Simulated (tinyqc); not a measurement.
Virtual-crystal alloy in the empirical-pseudopotential method, step by step. Values are carried at full precision from step to step, so a last printed digit may differ when a step is redone from the rounded ones.

Virtual crystal A(1-x)B(x): a = (1 - x) a_A + x a_B. Rule linear: V = (1 - x) V_A + x V_B. Rule volume: V = [(1 - x) a_A^3 V_A + x a_B^3 V_B]/a^3, since a form factor is an atomic potential divided by the cell volume.

Constants: hbar^2/2m0 = 3.80998211 eV angstrom^2; Ry = 13.60569312 eV.

Parameters, chosen for this exercise (classic local form factors of the size used for GaP (A) and InP (B), which place X and L only to a few tenths of an eV; shifted at random, so the results belong to these values and not to a real crystal):
```
symbol  value                   unit      meaning
a       (5.432, 5.853)          angstrom  lattice constants of A, B
VSA     (-0.223, 0.031, 0.069)  Ry        symmetric form factors of A
VAA     (0.121, 0.069, 0.02)    Ry        antisymmetric form factors of A
VSB     (-0.235, 0.01, 0.06)    Ry        symmetric form factors of B
VAB     (0.071, 0.049, 0.009)   Ry        antisymmetric form factors of B
rule    volume                            mixing rule
x       0.81                              fraction of B
```

## The virtual crystal

Form a, the two weights and the form factors.

a = 5.7730 angstrom

weights of A and B: 0.15828  0.84414

VS at 3, 8, 11 (Ry): -0.23367  0.01335  0.06157

VA at 3, 4, 11 (Ry): 0.07909  0.05228  0.01076

## The six lowest plane waves at X

Empirical pseudopotential on the fcc lattice, atoms at +/- tau, tau = a (1,1,1)/8, no spin-orbit coupling. H(G,G') = c (2 pi/a)^2 |k + G|^2 delta + VS(q) cos(q.tau) + i VA(q) sin(q.tau), q = G - G', c = hbar^2/2m0; k and G in units of 2 pi/a; VS at |q|^2 = 3, 8, 11 and VA at 3, 4, 11, in rydberg, zero elsewhere. At each k the basis holds all G with |k + G|^2 up to 16; energies are counted from the fourth level at Gamma.

k = (1,0,0) with the small basis G = (0,0,0), (-2,0,0), (-1,1,1), (-1,-1,-1), (-1,1,-1), (-1,-1,1) in place of the full one.

H in this small basis (eV):
```
                  000           -200         -1+1+1         -1-1-1         -1+1-1         -1-1+1
000             4.513         0.711i  -2.248-0.761i   2.248+0.761i  -2.248+0.761i  -2.248+0.761i
-200          -0.711i          4.513   2.248-0.761i  -2.248+0.761i  -2.248-0.761i  -2.248-0.761i
-1+1+1  -2.248+0.761i   2.248+0.761i          9.026         -0.182         0.711i         0.711i
-1-1-1   2.248-0.761i  -2.248-0.761i         -0.182          9.026        -0.711i        -0.711i
-1+1-1  -2.248-0.761i  -2.248+0.761i        -0.711i         0.711i          9.026          0.182
-1-1+1  -2.248-0.761i  -2.248+0.761i        -0.711i         0.711i          0.182          9.026
```

## Levels in the small basis

Diagonalise; the gap between the fourth and fifth level is a first estimate of the direct gap at X.

levels (absolute scale of H) (eV): -0.545  3.908  8.845  8.845  11.947  12.132

gap = 3.102 eV

The full basis gives 4.354 eV for this gap.

## The lowest conduction band along Gamma-X and at L

Full basis at each k.

Levels (eV):
```
k           band 3  band 4  band 5  band 6
L           -0.817  -0.817   2.107   5.199
(0.00,0,0)   0.000   0.000   1.805   4.673
(0.20,0,0)  -0.299  -0.299   2.953   4.194
(0.40,0,0)  -0.911  -0.911   3.341   4.269
(0.60,0,0)  -1.505  -1.505   2.671   3.795
(0.70,0,0)  -1.724  -1.724   2.459   3.335
(0.80,0,0)  -1.883  -1.883   2.343   2.943
(0.85,0,0)  -1.938  -1.938   2.318   2.784
(0.90,0,0)  -1.979  -1.979   2.316   2.652
(1.00,0,0)  -2.012  -2.012   2.342   2.517
```

On these points band 5 is lowest at (0.00,0,0), 1.805 eV above the valence top: in this model the gap is direct, by a margin of 302 meV.

## Checks

- Fifth band at (0.85,0,0) against the equivalent point (0,0,-0.85), on the absolute scale of H (eV): both 10.2185.

tinyqc: `OMP_NUM_THREADS=1 python tinyqc.py 1051271 1051272 out.jsonl`; about 0.8 s, one thread, shared Intel(R) Xeon(R) Processor @ 2.30GHz.
